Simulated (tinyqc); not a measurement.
Cahn-Hilliard equation on a periodic one-dimensional grid: one step, computed by the program tinyqc. Command: `OMP_NUM_THREADS=1 python tinyqc.py 3023097 3023098 out.jsonl cahn walk`. One thread of a shared host (Intel(R) Xeon(R) Processor @ 2.30GHz), about 0.03 s of CPU time with the checks.

Free energy F = h sum_j [A (c_j^2 - 1)^2/4 + (kappa/2) ((c_(j+1) - c_j)/h)^2]; dc/dt = Lap(mu), mu = A (c^3 - c) - kappa Lap(c), Lap(y)_j = (y_(j+1) - 2 y_j + y_(j-1))/h^2, mobility 1; the grid has n = 12 points.

Question. Linear stability. f'' = A (3 c0^2 - 1). Mode m has lambda_m = (4/h^2) sin^2(pi m/n) and the rate w_m = -lambda_m (f'' + kappa lambda_m). In the continuum the fastest wavelength is 2 pi sqrt(2 kappa/|f''|) with the rate f''^2/(4 kappa). Explicit steps near c = +-1, where f'' = 2A, are stable for dt < 2/(16 kappa/h^4 + 8 A/h^2).

Inputs (values chosen for the exercise, in reduced units):
```
quantity                    value  unit
spacing h                     1.4     -
well depth A                  1.2     -
gradient coefficient kappa   0.94     -
mean composition c0         -0.21     -
```

Give: f''; Modes of the grid; fastest wavelength; largest rate; explicit limit of dt.

Answer.

f'' = -1.04124

Modes of the grid:
```
m  lambda_m     w_m
1     0.137   0.125
2     0.510   0.287
3     1.020   0.084
4     1.531  -0.608
5     1.904  -1.425
6     2.041  -1.790
```

fastest wavelength = 8.443

largest rate = 0.2883

explicit limit of dt = 0.2269
